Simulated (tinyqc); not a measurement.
Switching kinetics of a ferroelectric film and the memory window of a ferroelectric gate stack: one step, computed by the program tinyqc. Command: `OMP_NUM_THREADS=1 python tinyqc.py 3001819 3001820 out.jsonl feswitch walk`. One thread of a shared host (Intel(R) Xeon(R) Processor @ 2.30GHz), about 0.02 s of CPU time with the checks.

Fields in MV/cm; 1 microcoulomb/cm^2 over eps_0 is 11.29409 MV/cm. In the stack (metal, ferroelectric, interlayer, channel) the channel is taken as a conductor.

Question. Fields in the stack. Series stack: V = E_F t_F + E_I t_I and eps_I E_I = eps_F E_F + (1 - s) P/eps_0. Before switching P = -P_r, after it P = +P_s; in retention V = 0 and P = +P_r.

Inputs (values chosen for the exercise, for a model hafnia-based film):
```
quantity,value,unit
saturation polarisation P_s,25,microcoulomb/cm^2
ratio P_r/P_s,0.85,-
coercive field E_c,0.68,MV/cm
permittivity of the ferroelectric eps_F,36,-
thickness t_F,24,nm
permittivity of the interlayer eps_I,5.5,-
interlayer thickness t_I,0.7,nm
share s of P screened by trapped charge,0.74,-
pulse height V,6.1,V
breakdown field of the interlayer,12,MV/cm
```

Give: E_F before switching; E_F after switching; E_I after switching; depolarising field in retention; depolarising field over E_c.

Answer.

E_F before switching = 2.412 MV/cm

E_F after switching = 1.807 MV/cm

E_I after switching = 25.18 MV/cm

depolarising field in retention = 0.2779 MV/cm

depolarising field over E_c = 0.4086

Caution: the interlayer field exceeds its breakdown field, so charge injection would change the fields.
